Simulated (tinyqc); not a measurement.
Inside a calculation. Method: RHF in the sto-6g basis, for BeH2, spin multiplicity 1. One step of it, computed by the program tinyqc.

Question. Iteration 2: building the Fock matrix. J_ij = sum D_kl (ij|kl), K_ij = sum D_kl (ik|jl); F = H + J - 0.5 K; E = tr D H + tr D J / 2 - 0.25 tr D K + E_nn.

D after iteration 1, lower triangle:
```
            1Be 1s    1Be 2s   1Be 2px    1Be 2py   1Be 2pz      2H 1s     3H 1s
1Be 1s    2.082778
1Be 2s   -0.268520  0.920585
1Be 2px   0.000000  0.000000  0.000000
1Be 2py   0.000000  0.000000  0.000000   0.269461
1Be 2pz  -0.002403  0.009752  0.000000   0.000000  0.000103
2H 1s    -0.148416  0.437056  0.000000   0.371251  0.004625   0.719209
3H 1s    -0.148416  0.437056  0.000000  -0.371251  0.004625  -0.303779  0.719209
```

core Hamiltonian H = T + V (hartree), lower triangle:
```
            1Be 1s     1Be 2s    1Be 2px    1Be 2py    1Be 2pz      2H 1s      3H 1s
1Be 1s   -8.684194
1Be 2s   -2.046166  -2.781164
1Be 2px   0.000000   0.000000  -2.269615
1Be 2py   0.000000   0.000000   0.000000  -2.479146
1Be 2pz  -0.002702  -0.022382   0.000000   0.000000  -2.271019
2H 1s    -0.475150  -1.152658   0.000000  -1.223704  -0.102504  -2.124731
3H 1s    -0.475150  -1.152658   0.000000   1.223704  -0.102504  -0.096744  -2.124731
```

Two-electron integrals (ij|kl) in chemists' order, unique and non-zero (hartree):
```
(11|11) 2.299996    (21|11) 0.361879    (21|21) 0.071926    (22|11) 0.570332
(22|21) 0.139654    (22|22) 0.417773    (31|31) 0.015252    (32|31) 0.022555
(32|32) 0.092340    (33|11) 0.570332    (33|21) 0.139654    (33|22) 0.417773
(33|33) 0.450117    (41|41) 0.015252    (42|41) 0.022555    (42|42) 0.092340
(43|43) 0.024258    (44|11) 0.570332    (44|21) 0.139654    (44|22) 0.417773
(44|33) 0.401601    (44|44) 0.450117    (51|51) 0.015252    (52|51) 0.022555
(52|52) 0.092340    (53|53) 0.024258    (54|54) 0.024258    (55|11) 0.570332
(55|21) 0.139654    (55|22) 0.417773    (55|33) 0.401601    (55|44) 0.401601
(55|55) 0.450117    (61|11) 0.085549    (61|21) 0.016508    (61|22) 0.031907
(61|33) 0.031644    (61|41) 0.001627    (61|42) 0.003150    (61|44) 0.032428
(61|51) 0.000133    (61|52) 0.000258    (61|54) 0.000064    (61|55) 0.031649
(61|61) 0.004007    (62|11) 0.200286    (62|21) 0.049790    (62|22) 0.161521
(62|33) 0.155492    (62|41) 0.006931    (62|42) 0.040385    (62|44) 0.173459
(62|51) 0.000567    (62|52) 0.003307    (62|54) 0.001471    (62|55) 0.155613
(62|61) 0.012623    (62|62) 0.092128    (63|31) 0.004866    (63|32) 0.021986
(63|43) 0.007055    (63|53) 0.000578    (63|63) 0.008582    (64|11) 0.213011
(64|21) 0.053638    (64|22) 0.181877    (64|33) 0.171195    (64|41) 0.011223
(64|42) 0.062938    (64|44) 0.203119    (64|51) 0.000520    (64|52) 0.003353
(64|54) 0.002036    (64|55) 0.171315    (64|61) 0.014285    (64|62) 0.118147
(64|64) 0.156680    (65|11) 0.017440    (65|21) 0.004392    (65|22) 0.014891
(65|33) 0.014017    (65|41) 0.000520    (65|42) 0.003353    (65|44) 0.015475
(65|51) 0.004908    (65|52) 0.022260    (65|54) 0.007174    (65|55) 0.015182
(65|61) 0.001170    (65|62) 0.009673    (65|64) 0.012126    (65|65) 0.009575
(66|11) 0.366751    (66|21) 0.093045    (66|22) 0.336591    (66|33) 0.312288
(66|41) 0.015417    (66|42) 0.114744    (66|44) 0.384713    (66|51) 0.001262
(66|52) 0.009395    (66|54) 0.005930    (66|55) 0.312773    (66|61) 0.024440
(66|62) 0.242832    (66|64) 0.330840    (66|65) 0.027088    (66|66) 0.774999
(71|11) 0.085549    (71|21) 0.016508    (71|22) 0.031907    (71|33) 0.031644
(71|41) -0.001627   (71|42) -0.003150   (71|44) 0.032428    (71|51) 0.000133
(71|52) 0.000258    (71|54) -0.000064   (71|55) 0.031649    (71|61) 0.003630
(71|62) 0.010465    (71|64) 0.010822    (71|65) 0.000975    (71|66) 0.019265
(71|71) 0.004007    (72|11) 0.200286    (72|21) 0.049790    (72|22) 0.161521
(72|33) 0.155492    (72|41) -0.006931   (72|42) -0.040385   (72|44) 0.173459
(72|51) 0.000567    (72|52) 0.003307    (72|54) -0.001471   (72|55) 0.155613
(72|61) 0.010465    (72|62) 0.048513    (72|64) 0.049611    (72|65) 0.005013
(72|66) 0.094460    (72|71) 0.012623    (72|72) 0.092128    (73|31) 0.004866
(73|32) 0.021986    (73|43) -0.007055   (73|53) 0.000578    (73|63) 0.003600
(73|73) 0.008582    (74|11) -0.213011   (74|21) -0.053638   (74|22) -0.181877
(74|33) -0.171195   (74|41) 0.011223    (74|42) 0.062938    (74|44) -0.203119
(74|51) -0.000520   (74|52) -0.003353   (74|54) 0.002036    (74|55) -0.171315
(74|61) -0.010822   (74|62) -0.049611   (74|64) -0.048632   (74|65) -0.005049
(74|66) -0.094988   (74|71) -0.014285   (74|72) -0.118147   (74|74) 0.156680
(75|11) 0.017440    (75|21) 0.004392    (75|22) 0.014891    (75|33) 0.014017
(75|41) -0.000520   (75|42) -0.003353   (75|44) 0.015475    (75|51) 0.004908
(75|52) 0.022260    (75|54) -0.007174   (75|55) 0.015182    (75|61) 0.000975
(75|62) 0.005013    (75|64) 0.005049    (75|65) 0.004107    (75|66) 0.009982
(75|71) 0.001170    (75|72) 0.009673    (75|74) -0.012126   (75|75) 0.009575
(76|11) 0.016250    (76|21) 0.003932    (76|22) 0.011707    (76|33) 0.011475
(76|44) 0.012150    (76|51) 0.000085    (76|52) 0.000409    (76|55) 0.011497
(76|61) 0.000906    (76|62) 0.004764    (76|64) 0.005503    (76|65) 0.000541
(76|66) 0.010530    (76|71) 0.000906    (76|72) 0.004764    (76|74) -0.005503
(76|75) 0.000541    (76|76) 0.000338    (77|11) 0.366751    (77|21) 0.093045
(77|22) 0.336591    (77|33) 0.312288    (77|41) -0.015417   (77|42) -0.114744
(77|44) 0.384713    (77|51) 0.001262    (77|52) 0.009395    (77|54) -0.005930
(77|55) 0.312773    (77|61) 0.019265    (77|62) 0.094460    (77|64) 0.094988
(77|65) 0.009982    (77|66) 0.185130    (77|71) 0.024440    (77|72) 0.242832
(77|74) -0.330840   (77|75) 0.027088    (77|76) 0.010530    (77|77) 0.774999
```

nuclear repulsion = 3.13778005 hartree

Give: Coulomb J; exchange K; Fock matrix F; total energy of this density.

Answer.

Coulomb J (hartree), lower triangle:
```
         1Be 1s  1Be 2s  1Be 2px  1Be 2py  1Be 2pz  2H 1s  3H 1s
1Be 1s    6.408
1Be 2s    1.170   2.621
1Be 2px   0.000   0.000    2.555
1Be 2py   0.000   0.000    0.000    2.751
1Be 2pz   0.004   0.026    0.000    0.000    2.557
2H 1s     0.275   1.066    0.000    1.232    0.104  2.410
3H 1s     0.275   1.066    0.000   -1.232    0.104  0.077  2.410
```

exchange K (hartree), lower triangle:
```
         1Be 1s  1Be 2s  1Be 2px  1Be 2py  1Be 2pz  2H 1s  3H 1s
1Be 1s    4.650
1Be 2s    0.742   0.900
1Be 2px   0.000   0.000    0.167
1Be 2py   0.000   0.000    0.000    0.886
1Be 2pz   0.001   0.035    0.000    0.000    0.169
2H 1s     0.182   0.590    0.000    0.646    0.039  1.131
3H 1s     0.182   0.590    0.000   -0.646    0.039  0.007  1.131
```

Fock matrix F (hartree), lower triangle:
```
         1Be 1s  1Be 2s  1Be 2px  1Be 2py  1Be 2pz   2H 1s   3H 1s
1Be 1s   -4.601
1Be 2s   -1.248  -0.610
1Be 2px   0.000   0.000    0.202
1Be 2py   0.000   0.000    0.000   -0.171
1Be 2pz   0.001  -0.014    0.000    0.000    0.201
2H 1s    -0.291  -0.381    0.000   -0.315   -0.018  -0.280
3H 1s    -0.291  -0.381    0.000    0.315   -0.018  -0.023  -0.280
```

total energy of this density = -15.68114 hartree
